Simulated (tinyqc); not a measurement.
What moves the results: finite square well with mass mismatch (envelope functions). A value that a table varies takes the place of the one given here.

A square well of width L and depth V0, mass mw inside and mb outside, energies from the bottom of the well, c = hbar^2/2m0. k = sqrt(mw E/c), kappa = sqrt(mb (V0 - E)/c). psi and psi'/m are continuous at the walls (BenDaniel-Duke), so level n solves k L + 2 atan[(k/mw)/(kappa/mb)] = n pi.

Non-parabolic bands: mw is replaced by mw (1 + alpha_w E) and mb by mb (1 - alpha_b (V0 - E)), in k, kappa and the matching condition alike.

Constants: hbar^2/2m0 = 3.80998211 eV angstrom^2.

Parameters, chosen for this exercise (near those of a GaAs well in AlGaAs; shifted at random, so the results belong to these values and not to a real crystal): V0 = 0.292 eV (barrier height); mw = 0.0682 m0 (mass in the well); mb = 0.0969 m0 (mass in the barrier); Ls = (22, 30, 43, 60, 83, 117, 164) angstrom (widths); L = 36 angstrom (well width); alpha_w = 0.56 1/eV (non-parabolicity in the well); alpha_b = 0.62 1/eV (non-parabolicity in the barrier).

## Width of the well

Levels against L, beside the infinite well E1(hard) = c (pi/L)^2/mw; Pb is the probability of level 1 in the barriers; a dash marks an unbound level.

Levels:

| L (angstrom) | bound levels | E1 (eV) | E2 (eV) | E1(hard) (eV) | Pb |
|---|---|---|---|---|---|
| 22 | 1 | 0.1722 | - | 1.1392 | 0.385 |
| 30 | 1 | 0.1347 | - | 0.6126 | 0.257 |
| 43 | 1 | 0.0941 | - | 0.2982 | 0.145 |
| 60 | 2 | 0.0634 | 0.2371 | 0.1532 | 0.079 |
| 83 | 2 | 0.0409 | 0.1601 | 0.0800 | 0.040 |
| 117 | 3 | 0.0245 | 0.0973 | 0.0403 | 0.019 |
| 164 | 4 | 0.0142 | 0.0567 | 0.0205 | 0.008 |

How do the results move?

The infinite well overestimates E1 by a factor 6.62 at 22 angstrom and 1.44 at 164 angstrom. The local exponent d ln E1/d ln L goes from -0.79 (first two rows) to -1.61 (last two), towards the -2 of hard walls, as Pb falls from 0.385 to 0.008. E2 - E1 is largest at 60 angstrom of the widths listed.

## Levels of description

The same well five ways. mb = mw: the barrier takes the mass of the well. psi' continuous: kappa holds mb but the condition drops the masses, k L + 2 atan(k/kappa) = n pi. The last column is measured against BenDaniel-Duke.

Levels (eV):

| model | E1 | E2 | E3 | E1 - E1(BDD) (meV) |
|---|---|---|---|---|
| infinite walls | 0.4254 | 1.7017 | 3.8289 | 312.0 |
| mb = mw | 0.1259 | - | - | 12.5 |
| BenDaniel-Duke | 0.1134 | - | - | 0.0 |
| psi' continuous | 0.1388 | - | - | 25.3 |
| non-parabolic | 0.1160 | - | - | 2.6 |

What does this show, and why?

Hard walls put E1 312.0 meV too high. Ignoring the mass step moves it by +12.5 meV and the wrong matching by +25.3 meV: with mb/mw = 1.42, continuity of psi'/m lets the slope outside be 1.42 times the slope inside, which acts like a softer wall. Non-parabolicity shifts E1 by +2.6 meV, the balance of a heavier mass in the well, which lowers it, and a lighter mass deep in the barrier, which hardens the wall. Among the finite wells the largest departure in E1 is that of the model 'psi' continuous'.

## What each parameter does

Parabolic bands. Pb is the probability of level 1 in the barriers, (A^2/kappa)/(A^2/kappa + L/2 + sin(kL)/(2k)) with A = cos(kL/2). Each row changes one parameter from the base and keeps the others.

Results:

| case | E1 (eV) | bound levels | Pb | V0 - E1 (eV) |
|---|---|---|---|---|
| base | 0.1134 | 1 | 0.1949 | 0.1786 |
| L = 32 angstrom | 0.1270 | 1 | 0.2335 | 0.1650 |
| V0 = 0.248 eV | 0.1043 | 1 | 0.2212 | 0.1437 |
| mw = 0.0614 m0 | 0.1156 | 1 | 0.2042 | 0.1764 |
| mb = 0.0775 m0 | 0.1213 | 1 | 0.2091 | 0.1707 |

What can be read from the table?

The largest shifts from the base row, up to three for each result and ties (the steps differ in size, so this ranks the rows, not the parameters). E1 (eV): L +0.0136, V0 -0.0091, mb +0.0079. bound levels: unchanged at the printed digits by L, V0, mw and mb. Pb: L +0.0386, V0 +0.0263, mb +0.0143. V0 - E1 (eV): V0 -0.0349, L -0.0136, mb -0.0079.

tinyqc: `OMP_NUM_THREADS=1 python tinyqc.py 1280422 1280423 out.jsonl`; about 0.01 s, one thread, shared Intel(R) Xeon(R) Processor @ 2.30GHz.
